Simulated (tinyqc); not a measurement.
# Worked calculation: capacitance of parallel on-chip lines from Laplace's equation on a mesh

Program tinyqc, `OMP_NUM_THREADS=1 python tinyqc.py 2790199 2790200 out.jsonl`; Intel Xeon 2.30GHz, shared host, one thread, about 0.9 s. Printed values are rounded.

Cross-section of an endless row of equal lines between two grounded planes; neighbours are driven in antiphase (+1 V and -1 V), so the plane midway between two lines is at 0 V. By symmetry one quarter is solved: x runs from the centre of a line (column 0, mirror) to that midplane (column 4, 0 V), y from the mid-height of the line (row 0, mirror) to the ground plane (row 4, 0 V). The line fills columns 0 to 2 and rows 0 to 2 at 1 V. Cells beside the line (below row 2) have e2, cells above have e1. Each link between nodes has the conductance g = mean permittivity of the two cells beside it (a cell beyond a mirror counts as 0), and the free nodes obey sum g (V_neighbour - V) = 0.

Inputs (values chosen for the exercise): relative permittivity above and below the lines e1 = 2.4; relative permittivity between the lines e2 = 2; over-relaxation factor om = 1.

Constants: eps0 = 8.8541878128e-12 F/m. Results are converted to the units shown.

## Link conductances

gx[j, i] joins node (row j, column i) to column i + 1, gy[j, i] to row j + 1.

gx:

|  | col 0 | col 1 | col 2 | col 3 |
|---|---|---|---|---|
| row 0 | 1 | 1 | 1 | 1 |
| row 1 | 2 | 2 | 2 | 2 |
| row 2 | 2.2 | 2.2 | 2.2 | 2.2 |
| row 3 | 2.4 | 2.4 | 2.4 | 2.4 |
| row 4 | 1.2 | 1.2 | 1.2 | 1.2 |

gy:

|  | col 0 | col 1 | col 2 | col 3 | col 4 |
|---|---|---|---|---|---|
| row 0 | 1 | 2 | 2 | 2 | 1 |
| row 1 | 1 | 2 | 2 | 2 | 1 |
| row 2 | 1.2 | 2.4 | 2.4 | 2.4 | 1.2 |
| row 3 | 1.2 | 2.4 | 2.4 | 2.4 | 1.2 |

## Iteration 1: relaxation sweep

V at the start (V):

|  | col 0 | col 1 | col 2 | col 3 | col 4 |
|---|---|---|---|---|---|
| row 0 | 1 | 1 | 1 | 0 | 0 |
| row 1 | 1 | 1 | 1 | 0 | 0 |
| row 2 | 1 | 1 | 1 | 0 | 0 |
| row 3 | 0 | 0 | 0 | 0 | 0 |
| row 4 | 0 | 0 | 0 | 0 | 0 |

One sweep visits the free nodes row by row from row 0, left to right, and replaces V by V + om (weighted mean of the neighbours - V), using new values at once.

V after sweep 1 (V):

|  | col 0 | col 1 | col 2 | col 3 | col 4 |
|---|---|---|---|---|---|
| row 0 | 1.00000 | 1.00000 | 1.00000 | 0.25000 | 0.00000 |
| row 1 | 1.00000 | 1.00000 | 1.00000 | 0.31250 | 0.00000 |
| row 2 | 1.00000 | 1.00000 | 1.00000 | 0.32102 | 0.00000 |
| row 3 | 0.25000 | 0.31250 | 0.32812 | 0.16229 | 0.00000 |
| row 4 | 0.00000 | 0.00000 | 0.00000 | 0.00000 | 0.00000 |

## Iteration 2: relaxation sweep

As before.

V after sweep 2 (V):

|  | col 0 | col 1 | col 2 | col 3 | col 4 |
|---|---|---|---|---|---|
| row 0 | 1.00000 | 1.00000 | 1.00000 | 0.40625 | 0.00000 |
| row 1 | 1.00000 | 1.00000 | 1.00000 | 0.43182 | 0.00000 |
| row 2 | 1.00000 | 1.00000 | 1.00000 | 0.39240 | 0.00000 |
| row 3 | 0.40625 | 0.43359 | 0.39897 | 0.19784 | 0.00000 |
| row 4 | 0.00000 | 0.00000 | 0.00000 | 0.00000 | 0.00000 |

## Course of the relaxation

Stop when no node changes by 1e-7 V. C = 4 eps0 sum g (difference of V along the link)^2, in aF/um.

Course of the iteration:

| sweep | C (aF/um) | largest change (V) |
|---|---|---|
| 1 | 238.636 | 0.328 |
| 2 | 218.283 | 0.156 |
| 3 | 216.269 | 0.0605 |
| 4 | 216.128 | 0.0164 |
| 5 | 216.119 | 4.19e-3 |
| 6 | 216.118 | 1.05e-3 |
| 7 | 216.118 | 2.64e-4 |
| 8 | 216.118 | 6.60e-5 |
| 9 | 216.118 | 1.65e-5 |
| 10 | 216.118 | 4.12e-6 |
| 11 | 216.118 | 1.03e-6 |
| 12 | 216.118 | 2.58e-7 |
| 13 | 216.118 | 6.44e-8 |

Converged in 13 sweeps. Over the last four sweeps the change shrinks by about 0.25 a sweep. C comes down from above, since the solution minimises the energy.

## Capacitance per length

converged V (V):

|  | col 0 | col 1 | col 2 | col 3 | col 4 |
|---|---|---|---|---|---|
| row 0 | 1.00000 | 1.00000 | 1.00000 | 0.48788 | 0.00000 |
| row 1 | 1.00000 | 1.00000 | 1.00000 | 0.47577 | 0.00000 |
| row 2 | 1.00000 | 1.00000 | 1.00000 | 0.41519 | 0.00000 |
| row 3 | 0.48882 | 0.47763 | 0.42171 | 0.20923 | 0.00000 |
| row 4 | 0.00000 | 0.00000 | 0.00000 | 0.00000 | 0.00000 |

C = 4 eps0 sum g (difference of V)^2 over all links (twice the energy of the four quarters, line at 1 V). Plate estimate without fringing: eps0 [2 e1 w/hd + 2 e2 t/(s/2)], w = 4 hx, t = 4 hx, s/2 = 2 hx, hd = 2 hx.

C = 216.118 aF/um
plate estimate = 155.834 aF/um

C depends on the shape only, not on the mesh step hx. Meshes 6, 12 and 24 times finer extrapolate (Aitken) to 202.7 aF/um; this mesh is 6.6 % above that, and the plate estimate is 23 % below it.
